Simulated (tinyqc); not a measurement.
Threshold-voltage variability of a planar MOSFET, analytic estimates: two steps of the calculation.

Three independent sources add in quadrature: random dopants in the depleted layer, metal-gate grains of two orientations, and roughness of the two gate edges acting through the roll-off VT = VT(long) - Vr exp(-L/l). These are first-order estimates: no three-dimensional electrostatics, no percolation.

Values chosen for this exercise; material values close to those of silicon:
- T = 300 K (temperature)
- Eg = 1.12 eV (band gap)
- eps_r = 11.6 (relative permittivity of the semiconductor)
- Nc = 2.83e19 cm^-3 (conduction-band density of states at T)
- Nv = 2.62e19 cm^-3 (valence-band density of states at T)
- Na = 5.6e18 cm^-3 (channel doping)
- ti = 2.3 nm (oxide-equivalent thickness in inversion)
- L = 16 nm (gate length)
- W = 68 nm (gate width)
- Nb = 65536 (number of cells)
- Y = 0.53 (wanted yield)

Constants: q = 1.602176634e-19 C, kB = 1.380649e-23 J/K, Vt = kB T/q, eps0 = 8.8541878128e-14 F/cm where lengths are in cm. Results are converted to the units shown.

Problem 1. Random dopants. ni = sqrt(Nc Nv) exp(-Eg/(2 Vt)), Eg in volts; Cox = 3.9 eps0/ti; Wd = sqrt(4 eps0 eps_r Vt ln(Na/ni)/(q Na)); dopants: s1 = (q/Cox) sqrt(Na Wd/(3 L W)). The slope A1 = s1 sqrt(L W); mean number of dopants Na L W Wd.

Give: Cox; Wd; mean number of dopants; A1; s1.

Solution 1.

Cox = 1.501 uF/cm^2
Wd = 15.42 nm
mean number of dopants = 93.94
A1 = 1.810 mV um
s1 = 54.88 mV

Counting alone, 1/sqrt(N) of the depletion voltage q Na Wd/Cox = 921 mV, would give sqrt(3) times more: dopants deep in the layer act less on the surface.

Problem 2. Margin in standard deviations for the wanted yield. Cells fail independently with probability Q(k) = erfc(k/sqrt(2))/2 when the margin is k standard deviations, and Y = exp(-Nb Q(k)). phi = exp(-k^2/2)/sqrt(2 pi). Newton steps on ln Q(k) = ln(-ln(Y)/Nb): k(new) = k + [ln Q - ln(-ln(Y)/Nb)] Q/phi.

k at the start = 3

Find: Q(k); phi; k after iteration 1.

Solution 2.

Q(k) = 0.0013499
phi = 0.0044318
k after iteration 1 = 4.5037

tinyqc, about 0.01 s, one thread, Intel Xeon 2.30GHz (shared host): `OMP_NUM_THREADS=1 python tinyqc.py 2090033 2090034 out.jsonl`
